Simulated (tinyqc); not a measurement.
What each parameter does: valley splitting in a one-orbital chain of atomic planes (second-neighbour model).

Each (001) plane carries one orbital with energy e0, hopping v to the next plane and u to the second: E(phi) = e0 + 2 v cos(phi) + 2 u cos(2 phi), where phi = pi - k a/4 (the sign of every second orbital is chosen so that v > 0, which shifts the phase by pi). The minimum lies at cos(phi0) = -v/(4u), phi0 = pi - (pi/2) k0 for a valley at k0 (2 pi/a), and e0 puts it at zero. A slab of N planes has hard walls: the matrix simply ends.

A well of Nw planes between barriers of 40 planes each (as of a SiGe alloy, taken as an offset alone). With x = j - 39.5 for plane j = 0, 1, ..., the potential is V0 (f(x) + f(Nw - x)) + F (j - 40) a/4, f(y) = 1/(1 + exp(y/L)), a step for L = 0; L is in planes, 4 L is about the distance over which f goes from 0.88 to 0.12, and 1 MV/m = 1e-4 V/angstrom.

Constants: hbar^2/2m0 = 3.80998211 eV angstrom^2.

Parameters, chosen for this exercise (near those of the Delta valleys of silicon; abrupt walls in this chain split the valleys several times more than measured wells; shifted at random, so the results belong to these values and not to a real crystal): a = 5.441 angstrom (lattice constant; planes lie a/4 apart); k0 = 0.803 2 pi/a (position of the valley); ml = 0.896 m0 (longitudinal mass); V0 = 0.18 eV (barrier height); F = 15 MV/m (field); Nw = 62 (planes in the well).

Step interfaces (L = 0). u, v, e0 follow from 8 u sin^2(phi0) = (2c/ml)/(a/4)^2, v = -4u cos(phi0), e0 = 2u + v^2/(4u), c = hbar^2/2m0.

Results for these values:

| case | mean level (meV) | splitting (micro-eV) |
|---|---|---|
| base | 40.61 | 2144.6 |

What happens to each result for V0 = 0.27 eV, all else kept?

Answer: mean level rises from 40.61 to 42.06; splitting rises from 2144.6 to 2144.8.

The same for each parameter in turn:

| case | mean level (meV) | splitting (micro-eV) |
|---|---|---|
| base | 40.61 | 2144.6 |
| k0 = 0.813 2 pi/a | 40.61 | 2133.9 |
| ml = 0.986 m0 | 39.41 | 2144.8 |
| V0 = 0.27 eV | 42.06 | 2144.8 |
| F = 30 MV/m | 60.15 | 4291.4 |
| Nw = 63 | 40.61 | 2144.6 |

Computed by tinyqc, a small Python program: `OMP_NUM_THREADS=1 python tinyqc.py 1481997 1481998 out.jsonl` (the numbers bound the seed that draws the inputs); one thread of a shared host (Intel(R) Xeon(R) Processor @ 2.30GHz), about 0.01 s for the whole set of steps.
